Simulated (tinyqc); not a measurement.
Error of the time step: velocity overshoot from momentum and energy balance equations after a field step. Computed by tinyqc, a small Python program. Command: `OMP_NUM_THREADS=1 python tinyqc.py 3029746 3029747 out.jsonl overshoot walk`. One thread of a shared host (Intel(R) Xeon(R) Processor @ 2.30GHz), about 0.03 s of CPU time with the checks.

At t = 0 the field jumps from 0 to F in a uniform sample. v is the drift velocity and u = w - (3/2) k_B T the excess energy per carrier.

Inputs (values chosen for the exercise, modelled on electrons in 4H-SiC except for tau_E):
```
quantity                      value        unit
effective mass m               0.36         m_0
low-field mobility mu_0         920  cm^2/(V s)
saturation velocity v_s         1.9    1e7 cm/s
energy relaxation time tau_E   0.69          ps
field after the step F           66       kV/cm
lattice temperature T           300           K
time step dt                    3.3          fs
```

Scheme: explicit Euler.

Constants: m_0 = 9.1093837015e-31 kg; e = 1.602176634e-19 C; k_B = 8.617333262e-05 eV/K.

Method:
- dv/dt = e F/m - v/tau_m(u), du/dt = e F v - u/tau_E, tau_m(u) = tau_0/(1 + c u), tau_0 = m mu_0/e, c = mu_0/(e tau_E v_s^2); this choice gives the steady state v (1 + mu_0 F v/v_s^2) = mu_0 F, which saturates at v_s. Steady velocity v = 2 mu_0 F/(1 + sqrt(1 + 4 (mu_0 F/v_s)^2)); u = e F v tau_E; carrier temperature T + 2u/(3 k_B), neglecting the drift energy m v^2/2.
- Step: v_new = v + dt (e F/m - v/tau_m(u)), u_new = u + dt (e F v - u/tau_E). Start v = u = 0; the distance adds dt (v + v_new)/2.
- The peak velocity is recomputed with dt/2 and dt/4 and by an adaptive Runge-Kutta method (tolerance 1e-9).

tau_0 = 188.308 fs

acceleration e F/m = 0.0322450 1e7 cm/s per fs

c = 3.69344 1/eV

steady velocity = 1.62585 1e7 cm/s

Peak velocity:
```
step      v_peak (1e7 cm/s)  error (%)
dt                   3.1576    0.91484
dt/2                 3.1431    0.45302
dt/4                 3.1360    0.22524
adaptive             3.1289    0.00000
```

What follows from these numbers?

The explicit scheme puts the peak 0.91 % too high; halving dt divides the error by 2.02, as a first-order method should. Caution: the excess energy exceeds 0.5 eV, where non-parabolicity, upper valleys and impact ionisation matter.

Extremes, crossings and ranges named in words are read from the listed rows.
